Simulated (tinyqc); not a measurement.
Inside a calculation. Method: lattice vibrations of a chain. One step of it, computed by the program tinyqc.

Problem. Frequencies. omega^2 are the eigenvalues; wavenumber = 521.4708 sqrt(eigenvalue) 1/cm.

D(q) (eV/(angstrom^2 u)):
```
[[0.744186, -0.349055+0.190846i],
 [-0.349055-0.190846i, 0.375000]]
```

Give: eigenvalues; wavenumbers; weights |e|^2 of the mass-weighted modes.

Solution.

eigenvalues: [0.1210, 0.9982]

wavenumbers (1/cm): [181.4, 521.0]

weights |e|^2 of the mass-weighted modes, order atom 1, atom 2:
```
[[0.2895, 0.7105],
 [0.7105, 0.2895]]
```
